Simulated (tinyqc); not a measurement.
# Threshold spread from leakage statistics

Inverse problem. VT is Gaussian with standard deviation s and Ioff goes as exp(-VT/(n Vt)), so Ioff is log-normal: mean/median = exp(w^2/2) with w = s/(n Vt). Find w, s, the relative standard deviation sqrt(exp(w^2) - 1) and the share of devices that leak more than the mean, erfc(w/(2 sqrt(2)))/2.

Parameters, values chosen for the exercise: temperature T = 250 K; subthreshold factor n = 1.42.

Constants: q = 1.602176634e-19 C, kB = 1.380649e-23 J/K, Vt = kB T/q. Results are converted to the units shown.

mean/median of the off current = 2.0768083

Solution. w = sqrt(2 ln(mean/median)); the mean lies w/2 standard deviations out in ln Ioff.

w = 1.21
s = 37.0 mV
relative standard deviation = 1.82
share above the mean = 27.3 %

Program tinyqc, `OMP_NUM_THREADS=1 python tinyqc.py 2090147 2090148 out.jsonl`; Intel Xeon 2.30GHz, shared host, one thread, about 0.01 s.
